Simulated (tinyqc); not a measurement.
# Series resistance and length offset from two lengths at two overdrives

Inverse problem. In strong inversion R W = Rsd + k(x)(L - dL), k(x) = (1 + th1 x)/(mu0 Cox x), x the overdrive, Cox = eps0 eox/tox, with Rsd and dL independent of x. Find dL, Rsd, mu0 and th1.

Values chosen for this exercise: relative permittivity of the gate insulator (close to silicon dioxide) eox = 3.9; insulator thickness tox = 4.9 nm.

Constants: eps0 = 8.8541878128e-14 F/cm where lengths are in cm. Results are converted to the units shown.

total resistance times width (ohm um):

|  | L = 0.093 um | L = 0.58 um |
|---|---|---|
| overdrive 0.49 V | 851.419790 | 5397.32990 |
| overdrive 0.98 V | 531.113412 | 2940.18507 |

Answer. At each overdrive R W is a straight line in L; the two lines cross at L = dL, R W = Rsd. Their slopes give k x = (1 + th1 x)/(mu0 Cox), a straight line in x.

dL = 0.02000 um
Rsd = 170.0 ohm um
mu0 = 330.0 cm^2/(V s)
th1 = 0.1300 1/V

Numbers from tinyqc (`OMP_NUM_THREADS=1 python tinyqc.py 2210106 2210107 out.jsonl`; about 0.01 s on one thread of a shared Intel Xeon 2.30GHz).
